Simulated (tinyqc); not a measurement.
# Worked calculation: quantum point contact as a saddle point with Zeeman splitting

tinyqc, about 0.03 s, one thread, Intel Xeon 2.30GHz (shared host): `OMP_NUM_THREADS=1 python tinyqc.py 2740047 2740048 out.jsonl` Printed values are rounded.

Potential V0 - m wx^2 x^2/2 + m wy^2 y^2/2; energies are counted from V0. Mode n = 0, 1, ... transmits T_n(E) = 1/(1 + exp(-2 pi (E - E_n)/wx)), E_n = wy (n + 1/2) +/- Ez/2 for the two spins, Ez = gs muB B, muB = q hbar/(2 m0); each spin carries q^2/h.

Values chosen for this exercise:
- T = 0.5 K (temperature)
- wy = 5.1 meV (transverse quantum hbar wy)
- wx = 5.4 meV (curvature of the barrier hbar wx)
- mu = 16.38 meV (Fermi level above the saddle point)
- gs = 0.9 (size of the g factor)
- B = 8 T (in-plane magnetic field)
- nE = 13 (points of the energy grid)
- xm = 7 (half-range of the grid in kB T)

Constants: q = 1.602176634e-19 C, kB = 1.380649e-23 J/K, hbar = 1.054571817e-34 J s, h = 6.62607015e-34 J s, m0 = 9.1093837015e-31 kg, Vt = kB T/q. Results are converted to the units shown.

Range of the model: Orbital effects of the in-plane field and interactions (such as the 0.7 feature) are left out.

## Transmissions at the Fermi level

At zero temperature g = G/(2 q^2/h) = (1/2) sum T_n(mu); Fano factor sum T_n (1 - T_n)/sum T_n. Modes beyond those listed are in the sums but add less than 1e-4 to g.

```
mode	E_n (meV)	T_n
0-	2.3416	1.00000
1-	7.4416	0.99997
2-	12.5416	0.98864
3-	17.6416	0.18725
4-	22.7416	0.00061
0+	2.7584	1.00000
1+	7.8584	0.99995
2+	12.9584	0.98168
3+	18.0584	0.12424
4+	23.1584	0.00038
```

g = 3.1414
G = 243.40 uS
Fano factor = 0.04636

## Thermal average on a coarse grid

g(T) = int g(E) (-df/dE) dE = int g(mu + x kB T) dx/(4 cosh^2(x/2)), g(E) the zero-temperature value at E, g = G/(2 q^2/h). Simpson's rule on nE equally spaced x from -xm to xm.

```
point	x	E (meV)	g(E)	weight
0	-7.00000	16.0784	3.09454	0.000910
1	-5.83333	16.1287	3.10178	0.002911
2	-4.66667	16.1789	3.10924	0.009229
3	-3.50000	16.2292	3.11692	0.028453
4	-2.33333	16.2795	3.12482	0.080585
5	-1.16667	16.3297	3.13297	0.181072
6	0.00000	16.3800	3.14136	0.250000
7	1.16667	16.4303	3.15001	0.181072
8	2.33333	16.4805	3.15892	0.080585
9	3.50000	16.5308	3.16810	0.028453
10	4.66667	16.5811	3.17755	0.009229
11	5.83333	16.6313	3.18729	0.002911
12	7.00000	16.6816	3.19731	0.000910
```

integral of the weight = 0.995775
g(T) = 3.12839
g(T) divided by the integral of the weight = 3.14166

A converged quadrature gives 3.1417; this grid is 0.42 % below that, and its weight integrates to 0.9958 in place of 1.
